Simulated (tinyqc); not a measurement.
Tight binding, dimerised chain, step by step. One step of it, computed by the program tinyqc.

Problem. Bloch Hamiltonian at k. H_AA = +delta, H_BB = -delta, H_AB = -t1 - t2 exp(-i k a).

Parameters chosen for this model:
```
parameter,value,unit
t1,0.900000,"eV, inside the cell"
t2,2.220000,"eV, between cells"
delta,0.920000,"eV, +/- on the two sites"
```

k point k (2 pi / a): 0.430000

Give: H(k) at k.

Solution.

H(k) at k (eV):
```
,A,B
A,0.920,1.109+0.945i
B,1.109-0.945i,-0.920
```
